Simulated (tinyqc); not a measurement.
Carrier lifetime of an n-type layer with SRH, radiative, Auger and surface recombination: one step of the calculation.

Uniform excess density dn = dp (no trapping), n = n0 + dn, p = p0 + dn, Boltzmann statistics, full ionisation. Surfaces enter as a rate 2 S dn/d, which holds while diffusion to them is fast.

Task. New dn. With e = n p - ni^2 = dn (n0 + p0 + dn): U_SRH = e/(tp0 (n + n1) + tn0 (p + p1)), U_rad = B e, U_Aug = (Cn n + Cp p) e, U_s = 2 S dn/d. Substitution: tau = dn/U with U the sum, dn(new) = G tau.

Values chosen for this exercise; band and dielectric values close to those of silicon: radiative coefficient B = 4.78e-15 cm^3/s; Auger coefficient (two electrons) Cn = 2.4e-31 cm^6/s; Auger coefficient (two holes) Cp = 1.5e-31 cm^6/s; surface recombination velocity (both faces) S = 0 cm/s; sample thickness d = 3 um; generation rate G = 4.3e18 cm^-3 s^-1.

dn after iteration 1 = 9.6726223e13 cm^-3
n0 = 4.2e17 cm^-3
p0 = 1.5038654e5 cm^-3
n1 = 4.4365043e14 cm^-3
p1 = 1.4236963e8 cm^-3
tn0 = 0.050505051 s
tp0 = 0.25252525 s

Give: U_SRH; U_rad; U_Aug; U_s; tau; dn after iteration 2.

Result.

U_SRH = 3.8261e14 cm^-3 s^-1
U_rad = 1.9423e17 cm^-3 s^-1
U_Aug = 4.0975e18 cm^-3 s^-1
U_s = 0 cm^-3 s^-1
tau = 2.2536e-5 s
dn after iteration 2 = 9.6904e13 cm^-3

Computed by the program tinyqc: `OMP_NUM_THREADS=1 python tinyqc.py 2300140 2300141 out.jsonl`, one thread of a shared Intel Xeon 2.30GHz, about 0.01 s for the whole run.
